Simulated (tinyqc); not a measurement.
# Worked calculation: energy and delay of logic against supply voltage

Program tinyqc, `OMP_NUM_THREADS=1 python tinyqc.py 2082127 2082128 out.jsonl`; Intel Xeon 2.30GHz, shared host, one thread, about 0.01 s. Printed values are rounded.

One expression serves below and above threshold: I(Vg) = Ik [ln(1 + exp((Vg - VT + dd V)/(al nf Vt)))]^al, with I_on = I(V) and I_off = I(0). Gate delay td = kd C V/I_on, clock period LD td. Per gate and cycle the switching energy is act C V^2 and the leakage energy I_off V LD td. No short-circuit current, no variation. Minima are sought above 0.09 V; below a few Vt gates no longer switch and the model has no meaning.

Values chosen for this exercise; values of the order met in logic technologies: temperature T = 330 K; threshold voltage at zero drain bias VT = 0.37 V; slope factor nf = 1.33; barrier lowering per volt of supply dd = 0.03; specific current of a gate Ik = 0.91 uA; exponent of the current law al = 1.31; load capacitance of a gate C = 2 fF; delay factor kd = 1.1; logic depth LD = 16; activity factor act = 0.05; supply voltage V = 0.81 V.

Constants: q = 1.602176634e-19 C, kB = 1.380649e-23 J/K, Vt = kB T/q. Results are converted to the units shown.

## Currents, delay and energies

I_on, I_off, td, clock frequency 1/(LD td), both energies and their sum.

I_on = 17.0644 uA
I_off = 0.0975417 nA
td = 104.428 ps
clock frequency = 0.598498 GHz
switching energy = 65.61 aJ
leakage energy = 0.132012 aJ
energy = 65.7420 aJ

I_on/I_off = 1.75e5; leakage makes up 0.201 % of the energy.

## Starting value

V = 0.22 V.

V at the start = 0.22 V

## Iteration 1: new V

Minimum-energy supply: E(V) is the energy per gate and cycle; with h = 0.001 V, E' = (E(V + h) - E(V - h))/(2 h), E'' = (E(V - h) - 2 E(V) + E(V + h))/h^2, V(new) = V - E'/E''.

E' = -43.3502 aJ/V
E'' = 1510.67 aJ/V^2
V after iteration 1 = 0.248696 V

## Iteration 2: new V

As before.

E' = -5.63871 aJ/V
E'' = 1122.76 aJ/V^2
V after iteration 2 = 0.253718 V

## Iteration 3: new V

As before.

E' = -0.158074 aJ/V
E'' = 1060.20 aJ/V^2
V after iteration 3 = 0.253867 V

## Course of the iteration

Stop when the step is below 1e-9 V, or after 40 iterations.

Course of the iteration:
```
iteration,V before the step (V),step (V)
1,0.22,0.0287
2,0.248696,5.02e-3
3,0.253718,1.49e-4
4,0.253867,1.27e-7
5,0.253867,-9.12e-13
```

Converged in 5 iterations. There leakage makes up 31.5 % of the energy and the clock runs at 5.39 MHz.
